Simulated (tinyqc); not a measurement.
What each parameter does: valley splitting in a one-orbital chain of atomic planes (second-neighbour model).

Each (001) plane carries one orbital with energy e0, hopping v to the next plane and u to the second: E(phi) = e0 + 2 v cos(phi) + 2 u cos(2 phi), where phi = pi - k a/4 (the sign of every second orbital is chosen so that v > 0, which shifts the phase by pi). The minimum lies at cos(phi0) = -v/(4u), phi0 = pi - (pi/2) k0 for a valley at k0 (2 pi/a), and e0 puts it at zero. A slab of N planes has hard walls: the matrix simply ends.

A well of Nw planes between barriers of 40 planes each (as of a SiGe alloy, taken as an offset alone). With x = j - 39.5 for plane j = 0, 1, ..., the potential is V0 (f(x) + f(Nw - x)) + F (j - 40) a/4, f(y) = 1/(1 + exp(y/L)), a step for L = 0; L is in planes, 4 L is about the distance over which f goes from 0.88 to 0.12, and 1 MV/m = 1e-4 V/angstrom.

Constants: hbar^2/2m0 = 3.80998211 eV angstrom^2.

Inputs chosen for the exercise (near those of the Delta valleys of silicon; abrupt walls in this chain split the valleys several times more than measured wells; the results hold for these values, not for the real material):
```
symbol  value  unit      meaning
a       5.437  angstrom  lattice constant; planes lie a/4 apart
k0      0.807  2 pi/a    position of the valley
ml      0.869  m0        longitudinal mass
V0      0.1    eV        barrier height
F       2      MV/m      field
Nw      53               planes in the well
```

Step interfaces (L = 0). u, v, e0 follow from 8 u sin^2(phi0) = (2c/ml)/(a/4)^2, v = -4u cos(phi0), e0 = 2u + v^2/(4u), c = hbar^2/2m0.

Results for these values:
```
case  mean level (meV)  splitting (micro-eV)
base             12.40                 425.5
```

What happens to each result for ml = 0.956 m0, all else kept?

Answer: mean level falls from 12.40 to 11.91; splitting falls from 425.5 to 406.0.

The same for each parameter in turn:
```
case               mean level (meV)  splitting (micro-eV)
base                          12.40                 425.5
k0 = 0.817 2 pi/a             12.41                 441.3
ml = 0.956 m0                 11.91                 406.0
V0 = 0.15 eV                  12.82                 446.3
F = 4 MV/m                    17.91                 624.9
Nw = 54                       12.32                 376.1
```

Run: tinyqc, `OMP_NUM_THREADS=1 python tinyqc.py 1451040 1451041 out.jsonl`; Intel(R) Xeon(R) Processor @ 2.30GHz, one thread, shared host; about 0.01 s of CPU time with all checks.
